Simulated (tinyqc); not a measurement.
The liquidus: liquidus of a compound AB in a simple-solution melt, liquid-phase epitaxy and vapour pressures. Computed by tinyqc, a small Python program. Command: `OMP_NUM_THREADS=1 python tinyqc.py 3023279 3023280 out.jsonl liq35 walk`. One thread of a shared host (Intel(R) Xeon(R) Processor @ 2.30GHz), about 0.03 s of CPU time with the checks.

x is the atom fraction of B in the melt. The melt is a simple solution: R T ln gamma_B = W (1 - x)^2, R T ln gamma_A = W x^2, W = a + b T. The solid AB is stoichiometric.

Inputs (values chosen for the exercise, for a model compound): melting point T_F = 1474 K; entropy of fusion S_F = 62 J/(mol K); interaction a = 26.6 kJ/mol; interaction slope b = -37 J/(mol K).

Constants: R = 8.314462618 J/(mol K).

Method. Liquidus (Vieland): f(x) = R T ln[4 x (1 - x)] + 2 W (1/2 - x)^2 + S_F (T_F - T) = 0.

Solubility; ideal: W = 0; dilute: (1/4) exp[-(S_F (T_F - T) + W/2)/(R T)]:
```
T (K)           x       ideal      dilute  W (kJ/mol)
737    1.5248e-04  1.4438e-04  1.5246e-04      -0.669
855    1.6101e-03  1.1320e-03  1.6112e-03      -5.035
973    9.4935e-03  5.4049e-03  9.6111e-03      -9.401
1091   3.6351e-02  1.8587e-02  3.8960e-02     -13.767
1209   9.7020e-02  5.1407e-02  1.2017e-01     -18.133
1327   1.9796e-01  1.2509e-01  3.0339e-01     -22.499
1415   3.1090e-01  2.4153e-01  5.4736e-01     -25.755
1459   4.0552e-01  3.6417e-01  7.1584e-01     -27.383
```

x over the ideal value is 1.06 in the first row and 1.11 in the last, and lies between 1.06 and 1.96: W > 0 lowers the solubility and W < 0 raises it, by about exp(-W/(2 R T)) when dilute. The dilute form is within 5 % in 3 of the eight rows. Near T_F the liquidus closes as a parabola about x = 1/2.

Extremes, crossings and ranges named in words are read from the listed rows.
